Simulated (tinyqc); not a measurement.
From results back to parameters: Penn model of the dielectric constant and Phillips ionicity. Two cases, with inputs chosen for the exercise.

Problem. eps was computed from a and a hidden C.

n = 32/a^3; Ep^2 = 8 pi c e2 n with c = hbar^2/2m0, e2 = e^2/(4 pi eps0); EF = c (3 pi^2 n)^(2/3); eps = 1 + (Ep/Eg)^2 S with S = 1 - Eg/(4 EF) + (Eg/(4 EF))^2/3, Eg the Penn gap. Core d shells are left out.

Phillips: bond length d = sqrt(3) a/4; homopolar gap Eh = 39.74 d^(-2.48) eV (d in angstrom); Eg^2 = Eh^2 + C^2; ionicity fi = C^2/Eg^2.

Constants: hbar^2/2m0 = 3.80998211 eV angstrom^2; e^2/(4 pi eps0) = 14.39964547 eV angstrom.

Case 1.

Values chosen (out of a larger set: near those of GaAs; not measured data): a = 5.648 angstrom (cubic lattice constant, 32 valence electrons a cell).

eps = 8.58142

Case 2.

Values chosen (out of a larger set: near those of GaN; not measured data): a = 4.516 angstrom (cubic lattice constant, 32 valence electrons a cell).

eps = 4.64053

Find: Eg; Eh; C; fi.

Solution. eps falls steadily with Eg, so one Eg fits; C^2 = Eg^2 - Eh^2.

Case 1.

Eg = 5.357 eV
Eh = 4.325 eV
C = 3.16 eV
fi = 0.348

Case 2.

Eg = 10.636 eV
Eh = 7.532 eV
C = 7.51 eV
fi = 0.499

Computed by tinyqc, one run a case: `OMP_NUM_THREADS=1 python tinyqc.py N N+1 out.jsonl` with N = 1650506, 1650507; one thread of a shared Intel(R) Xeon(R) Processor @ 2.30GHz, about 0.01 s a run at most.
